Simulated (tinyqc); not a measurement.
Inside a calculation. Method: coupled-perturbed Hartree-Fock on RHF in the sto-3g basis, for BeH+, spin multiplicity 1. One step of it, computed by the program tinyqc.

Problem. Coupled step 1. U_ai = -(mu_ai + sum_bj [4 (ai|bj) - (ab|ij) - (aj|bi)] U_bj) / (e_a - e_i); alpha = -4 sum U_ai mu_ai.

uncoupled U:
```
          i1         i2
a3  0.021504   1.604347
a4  0.000000   0.000000
a5  0.000000   0.000000
a6  0.019462  -0.735184
```

dipole integrals <a|z|i> (bohr):
```
           i1         i2
a3  -0.102259  -0.745119
a4   0.000000   0.000000
a5   0.000000   0.000000
a6  -0.103704   0.762859
```

orbital energies (hartree): MO1 -5.017721, MO2 -0.726785, MO3 -0.262347, MO4 -0.141186, MO5 -0.141186, MO6 0.310860

Two-electron integrals over orbitals (pq|rs), unique and non-zero (hartree):
```
(11|11) 2.275476    (21|11) -0.166030   (21|21) 0.020819    (22|11) 0.481137
(22|21) 0.002061    (22|22) 0.523809    (31|11) -0.173664   (31|21) 0.016249
(31|22) -0.017867   (31|31) 0.027654    (32|11) 0.041544    (32|21) -0.005619
(32|22) -0.067084   (32|31) 0.002403    (32|32) 0.036271    (33|11) 0.552258
(33|21) -0.013153   (33|22) 0.320242    (33|31) 0.004203    (33|32) 0.029271
(33|33) 0.465242    (41|41) 0.015596    (42|41) 0.013352    (42|42) 0.043070
(43|41) 0.014039    (43|42) 0.031144    (43|43) 0.051821    (44|11) 0.569235
(44|21) -0.006101   (44|22) 0.366702    (44|31) -0.006100   (44|32) 0.020300
(44|33) 0.398066    (44|44) 0.449859    (51|51) 0.015596    (52|51) 0.013352
(52|52) 0.043070    (53|51) 0.014039    (53|52) 0.031144    (53|53) 0.051821
(54|54) 0.024249    (55|11) 0.569235    (55|21) -0.006101   (55|22) 0.366702
(55|31) -0.006100   (55|32) 0.020300    (55|33) 0.398066    (55|44) 0.401360
(55|55) 0.449859    (61|11) 0.097691    (61|21) -0.016084   (61|22) -0.010854
(61|31) -0.003401   (61|32) 0.006794    (61|33) 0.017193    (61|44) 0.002015
(61|55) 0.002015    (61|61) 0.018217    (62|11) -0.121506   (62|21) 0.002972
(62|22) 0.056119    (62|31) 0.006455    (62|32) -0.046817   (62|33) -0.026355
(62|44) -0.056197   (62|55) -0.056197   (62|61) 0.001787    (62|62) 0.121633
(63|11) 0.052191    (63|21) -0.003772   (63|22) -0.056033   (63|31) 0.005668
(63|32) 0.030779    (63|33) 0.057071    (63|44) 0.018721    (63|55) 0.018721
(63|61) 0.007119    (63|62) -0.047856   (63|63) 0.048904    (64|41) -0.009088
(64|42) -0.029611   (64|43) -0.014075   (64|64) 0.026160    (65|51) -0.009088
(65|52) -0.029611   (65|53) -0.014075   (65|65) 0.026160    (66|11) 0.511516
(66|21) -0.000540   (66|22) 0.520598    (66|31) -0.015327   (66|32) -0.065996
(66|33) 0.349482    (66|44) 0.371001    (66|55) 0.371001    (66|61) -0.006824
(66|62) 0.085992    (66|63) -0.055961   (66|66) 0.558360
```

Give: U after step 1; polarisability.

Solution.

U after step 1:
```
        i1       i2
a3  0.0205   2.1991
a4  0.0000   0.0000
a5  0.0000   0.0000
a6  0.0148  -0.7156
```

polarisability = 8.7524 bohr^3
